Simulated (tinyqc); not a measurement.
## Gate-all-around wire with two subbands, quantum capacitance: effect of the gate voltage

phi is the Fermi level above the lowest subband edge, in volts; Vg is counted from the gate voltage at which an empty wire would have phi = 0. Both directions of motion are filled (equilibrium).

N1 = gv sqrt(2 md m0 kB T/(pi hbar^2)); n1 = N1 F(phi/Vt), n2 = g2 N1 F((phi - E2)/Vt), n = n1 + n2, F(e) = (1/sqrt(pi)) int_0^infinity u^(-1/2) du/(1 + exp(u - e)); Cq = q dn/dphi = (q N1/Vt) [F'(phi/Vt) + g2 F'((phi - E2)/Vt)]. Cox = 2 pi eps0 eox/ln(1 + tox/rw) per length; Vg = phi + q n/Cox. 1/C_G = 1/Cox + 1/(Cq); dphi/dVg = Cox/(Cox + Cq).

Values chosen for this exercise:
- T = 300 K (temperature)
- eox = 21.8 (relative permittivity of the gate insulator (close to hafnium oxide))
- tox = 3.3 nm (insulator thickness)
- md = 0.057 m0 (mass along the wire)
- gv = 2 (valley degeneracy)
- E2 = 0.09 eV (second subband above the first)
- g2 = 1 (orbital degeneracy of the second subband)
- rw = 3.9 nm (radius of the wire)

Constants: q = 1.602176634e-19 C, kB = 1.380649e-23 J/K, hbar = 1.054571817e-34 J s, m0 = 9.1093837015e-31 kg, Vt = kB T/q, eps0 = 8.8541878128e-14 F/cm where lengths are in cm. Results are converted to the units shown.

The same in every row: Cox (pF/cm) = 19.78.

Effect of the gate voltage:
```
Vg (V)	phi (V)	n (cm^-1)	Cq (pF/cm)	C_G (pF/cm)	dphi/dVg	share of the second band (%)
-0.2	-0.2000	998.2	0.006185	0.006183	0.9997	2.986
-0.09	-0.09055	6.751e4	0.4100	0.4016	0.9797	3.044
0.02	0.006619	1.652e6	6.120	4.674	0.7637	5.193
0.13	0.08519	5.533e6	9.619	6.472	0.6728	21.51
0.24	0.1592	9.982e6	8.473	5.932	0.7001	38.54
0.36	0.2480	1.383e7	5.822	4.498	0.7726	44.19
0.47	0.3350	1.666e7	4.733	3.819	0.8069	46.04
0.58	0.4251	1.913e7	4.095	3.393	0.8285	47.01
0.69	0.5171	2.135e7	3.658	3.087	0.8439	47.60
0.8	0.6106	2.339e7	3.335	2.854	0.8557	48.00
```

As Vg goes from -0.2 to 0.8, Cq goes from 0.00618 through a maximum of 9.62 (at Vg = 0.13 among the rows listed) to 3.33 pF/cm, C_G/Cox goes from 3.13e-4 through a maximum of 0.327 (at Vg = 0.13 among the rows listed) to 0.144 and n rises from 998 to 2.34e7 cm^-1. Cq is below Cox in every row, so the density of states limits the response dn/dVg more than the insulator does. The peak of Cq mirrors the inverse-square-root peak of the density of states at a subband edge. For Vg = 0.47, 0.58, 0.69, 0.8 phi exceeds 0.3 V, where non-parabolicity and further bands matter for so light a mass.

Program tinyqc, `OMP_NUM_THREADS=1 python tinyqc.py 2200111 2200112 out.jsonl`; Intel Xeon 2.30GHz, shared host, one thread, about 0.01 s.
